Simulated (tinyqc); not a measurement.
MP2 on RHF in the sto-6g basis, for H4, spin multiplicity 1, step by step. One step of it, computed by the program tinyqc.

Question. Iteration 9 (converged): orbitals. Diagonalise F' = X^T F X, C = X C', fill 2 alpha and 2 beta electrons from the bottom; D = 2 C_occ C_occ^T. Each column has its largest component positive (the first on a tie).

converged F (hartree), order 1H 1s, 2H 1s, 3H 1s, 4H 1s:
$$\begin{pmatrix}
-0.323062 & -0.561386 & -0.202644 & -0.032059 \\
-0.561386 & -0.429216 & -0.432844 & -0.202644 \\
-0.202644 & -0.432844 & -0.429216 & -0.561386 \\
-0.032059 & -0.202644 & -0.561386 & -0.323062
\end{pmatrix}$$

X, order 1H 1s, 2H 1s, 3H 1s, 4H 1s:
$$\begin{pmatrix}
1.196772 & -0.437862 & 0.082691 & -0.019067 \\
-0.437862 & 1.367993 & -0.411324 & 0.082691 \\
0.082691 & -0.411324 & 1.367993 & -0.437862 \\
-0.019067 & 0.082691 & -0.437862 & 1.196772
\end{pmatrix}$$

Give: F' = X^T F X; orbital energies; coefficients C; D after iteration 9.

Answer.

F' = X^T F X (hartree):
$$\begin{pmatrix}
0.0314 & -0.6041 & 0.0884 & 0.0065 \\
-0.6041 & 0.1413 & -0.4559 & 0.0884 \\
0.0884 & -0.4559 & 0.1413 & -0.6041 \\
0.0065 & 0.0884 & -0.6041 & 0.0314
\end{pmatrix}$$

orbital energies (hartree): MO1 -0.6834, MO2 -0.4382, MO3 0.4067, MO4 1.0603

coefficients C, order 1H 1s, 2H 1s, 3H 1s, 4H 1s:
$$\begin{pmatrix}
0.2801 & 0.5100 & 0.8235 & -0.7839 \\
0.4042 & 0.3935 & -0.5978 & 1.2505 \\
0.4042 & -0.3935 & -0.5978 & -1.2505 \\
0.2801 & -0.5100 & 0.8235 & 0.7839
\end{pmatrix}$$

D after iteration 9, order 1H 1s, 2H 1s, 3H 1s, 4H 1s:
$$\begin{pmatrix}
0.6771 & 0.6278 & -0.1749 & -0.3633 \\
0.6278 & 0.6364 & 0.0171 & -0.1749 \\
-0.1749 & 0.0171 & 0.6364 & 0.6278 \\
-0.3633 & -0.1749 & 0.6278 & 0.6771
\end{pmatrix}$$
